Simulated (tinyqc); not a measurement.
Four methods from the same start: geometry relaxation of a small cluster. Computed by tinyqc, a small Python program. Command: `OMP_NUM_THREADS=1 python tinyqc.py 3025602 3025603 out.jsonl relax walk`. One thread of a shared host (Intel(R) Xeon(R) Processor @ 2.30GHz), about 0.01 s of CPU time with the checks.

E = sum_i {sum_j A exp(-p (r_ij/r0 - 1)) - xi sqrt(rho_i)}, rho_i = sum_j exp(-2 q (r_ij/r0 - 1)); the force on i is -sum_j w_ij (R_i - R_j)/r_ij with w_ij = -(2p/r0) A exp(-p (r_ij/r0 - 1)) + (xi q/r0) exp(-2 q (r_ij/r0 - 1)) (rho_i^(-1/2) + rho_j^(-1/2)).

Inputs (values chosen for the exercise, for model atoms):
```
quantity                 value           unit
length r0                 3.16       angstrom
repulsion A               0.17             eV
hopping xi                2.07             eV
decay p                   11.3              -
decay q                   3.21              -
step factor eta          0.023  angstrom^2/eV
largest number of steps    500              -
```

Potential: Gupta. Method: steepest descent.

starting positions (angstrom):
```
           x     y      z
atom 1  0.19  -0.1  -0.15
atom 2  2.79  0.19   0.03
atom 3  1.71  2.52   0.15
atom 4  1.42  1.12   2.22
```

Method:
- Steepest descent: R(new) = R + eta F.
- No atom moves more than 0.3 angstrom a step (the whole step is scaled). Stop when the largest force component is below 1e-5 eV/angstrom.
- Hessian at the final positions by central differences of the forces; six eigenvalues vanish (translations and rotations). Steepest descent is stable for eta below 2/lambda_max and contracts the softest mode by 1 - eta lambda_min a step.
- Conjugate gradient (Polak-Ribiere): d = F + beta d(old), beta = max(0, F.(F - F(old))/|F(old)|^2), d = F at first; step length from one secant, s = eta (F.d)/(F.d - F(R + eta d).d), replaced by eta if that is not positive; R(new) = R + s d.
- BFGS: R(new) = R + B F with the inverse Hessian B = eta 1 at first; with s = R(new) - R, y = F - F(new), rho = 1/(y.s): B(new) = (1 - rho s y^T) B (1 - rho y s^T) + rho s s^T, skipped if y.s is not positive.
- FIRE with unit mass: if F.v > 0, v = (1 - a) v + a |v| F/|F|, and after more than 5 such steps in a row dt = min(1.1 dt, 5 dt0), a = 0.99 a; else v = 0, a = 0.1, and dt = dt/2 (not at the first step). Then v = v + dt F, R(new) = R + dt v. dt0 = sqrt(eta), a = 0.1 at first.
- In this comparison each method may take up to 1500 steps.

contraction of the softest mode = 0.886524

non-zero eigenvalues (eV/angstrom^2): 4.9337  4.9338  12.0310  12.0312  12.0313  32.7166

condition number = 6.63122

Cost:
```
method              steps  force calls  final E (eV)  calls to reach 1e-2
steepest descent       96           97       -13.510                   40
conjugate gradient     16           33       -13.510                   21
BFGS                   21           22       -13.510                   14
FIRE                  129          130       -13.510                   60
```

In force calls the order is BFGS (22), conjugate gradient (33), steepest descent (97), FIRE (130). All that converged end at the same energy. Near the minimum steepest descent multiplies the slowest mode by 0.887 in size a step, 19 steps a decade of force, at a condition number of 6.6. On this problem it beats FIRE in force calls.

Extremes, crossings and ranges named in words are read from the listed rows.
